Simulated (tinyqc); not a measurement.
Schottky diode by thermionic emission with image-force lowering and series resistance: soft saturation in reverse bias.

Metal on an n-type semiconductor with one parabolic valley; V > 0 is forward bias (metal positive). I = I0 [exp(Vj/(n Vt)) - 1] with Vj = V - I Rs; I0 = S A* T^2 exp(-(phi - dphi)/Vt), the lowering dphi taken at zero bias.

A* = 4 pi q me m0 kB^2/h^3 (times 1e-4 for A/(cm^2 K^2)); Nc = 2 (2 pi me m0 kB T/h^2)^1.5 (times 1e-6 for cm^-3); xi = Vt ln(Nc/Nd), Vbi = phi - xi; surface field Em = sqrt(2 q Nd (Vbi - V - Vt)/(eps0 eps_r)); dphi = sqrt(q Em/(4 pi eps0 eps_r)). Here dphi follows the bias, J = -A* T^2 exp(-(phi - dphi(V))/Vt) [1 - exp(V/Vt)], without Rs.

Values chosen for this exercise; band and dielectric values those of a made-up semiconductor:

| symbol | value | unit | meaning |
|---|---|---|---|
| T | 200 | K | temperature |
| me | 0.231 | m0 | electron mass |
| eps_r | 7.54 |  | relative permittivity |
| phi | 0.32 | eV | barrier height seen from the metal |
| Nd | 1.3e16 | cm^-3 | donor density |

Constants: q = 1.602176634e-19 C, kB = 1.380649e-23 J/K, h = 6.62607015e-34 J s, m0 = 9.1093837015e-31 kg, Vt = kB T/q, eps0 = 8.8541878128e-14 F/cm where lengths are in cm. Results are converted to the units shown.

Soft saturation in reverse bias:
```
V (V)  Em (kV/cm)  dphi (meV)  J (A/cm^2)
-0.2       51.238      31.281   -0.058896
-0.5       67.061      35.787   -0.076494
-1         87.276      40.826    -0.10247
-2         117.71      47.414    -0.15018
-4         162.28      55.671    -0.24248
-7         212.26      63.669    -0.38567
-10        252.54      69.447    -0.53928
-15        308.18      76.717    -0.82226
```

Read the table: what changes, and by how much?

dphi rises from 31.3 to 76.7 meV, as the square root of the field, and |J| grows by a factor of 14.0: the reverse current does not saturate. Tunnelling and generation are left out.

Numbers from tinyqc (`OMP_NUM_THREADS=1 python tinyqc.py 2640091 2640092 out.jsonl`; about 0.01 s on one thread of a shared Intel Xeon 2.30GHz).
